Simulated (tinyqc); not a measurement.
Solid solubility of a dopant against its melt (retrograde solidus), clustering and the electrically active fraction: one step, computed by the program tinyqc. Command: `OMP_NUM_THREADS=1 python tinyqc.py 3001899 3001900 out.jsonl retro walk`. One thread of a shared host (Intel(R) Xeon(R) Processor @ 2.30GHz), about 0.01 s of CPU time with the checks.

Question. Active fraction after the anneal. A highly soluble donor (another dopant than that of the solidus) is limited by clustering. Donors N_a are active, and clusters hold m atoms each: N_t = N_a + m C, m C = N* (N_a/N*)^m (n/N*)^m, each atom taking one electron, n = N_a/2 + sqrt(N_a^2/4 + n_i^2), n_i = prefactor x T^1.5 exp(-E_i/(k_B T)), with N*(T) = N*(1273 K) exp[-(E_b/k_B)(1/T - 1/1273)]. Resistivity = 1/(e mu N_a).

Inputs (values chosen for the exercise, of the order of those of tin in silicon for the solubility): total dopant density N_t = 2e+20 1/cm^3; atoms per cluster m = 2; cluster scale N* at 1273 K = 4.2e+20 1/cm^3; activation energy E_b of the cluster scale = 0.55 eV; anneal temperature T_a = 1325 K; prefactor of n_i = 3.98e+16 1/(cm^3 K^1.5); energy E_i in n_i = 0.608 eV; mobility mu = 50 cm^2/(V s).

Clustering: clusters that take up free electrons.

Constants: k_B = 8.617333262e-05 eV/K; e = 1.602176634e-19 C.

Give: N*(T_a); active density N_a; active fraction; resistivity.

Answer.

N*(T_a) = 5.113e+20 1/cm^3

active density N_a = 1.902e+20 1/cm^3

active fraction = 0.9509

resistivity = 0.6564 milliohm cm

Nearly all dopant is active. Caution: this clustering law is a generic form; degeneracy and a doping-dependent mobility are left out.
